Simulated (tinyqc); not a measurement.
Junctionless gate-all-around wire, depletion approximation: one step of the calculation.

A uniformly doped n-type wire of radius R under a surrounding gate; long channel. Below flat band a shell from radius rc to R is fully depleted and the neutral core, at channel potential V (0 at the source, Vd at the drain), carries the current with constant mobility; s = (rc/R)^2 is the share of the cross-section that conducts. The edge of the depleted shell is taken as abrupt, so there is no subthreshold current.

Task. Conducting share at the source by Newton steps. With V = 0: f = A (1 - s + s ln s) + B (1 - s) - (Vfb - Vg); f' = A ln s - B; s(new) = s - f/f'.

Inputs (values chosen for the exercise):
```
symbol  value  unit            meaning
Vfb      0.38     V  flat-band voltage
Vg       0.25     V       gate voltage
```

s after iteration 1 = 0.35739557
A = 0.23637780 V
B = 0.15806877 V

Find: f; f'; s after iteration 2.

Result.

f = 0.036550 V
f' = -0.40128 V
s after iteration 2 = 0.44848

tinyqc, about 0.01 s, one thread, Intel Xeon 2.30GHz (shared host): `OMP_NUM_THREADS=1 python tinyqc.py 2460027 2460028 out.jsonl`
